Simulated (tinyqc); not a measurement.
Worked calculation: tight binding, honeycomb lattice. One step of it, computed by the program tinyqc.

Problem. Levels at k. Diagonalise the Hermitian matrix.

H(k) at k (eV):
```
                     A                    B
A             0.000000  -0.975823+0.027171i
B  -0.975823-0.027171i             0.000000
```

Give: eigenvalues; weights |c|^2 of the basis functions.

Solution.

eigenvalues (eV): -0.976  0.976

weights |c|^2 of the basis functions:
```
   band 1  band 2
A   0.500   0.500
B   0.500   0.500
```
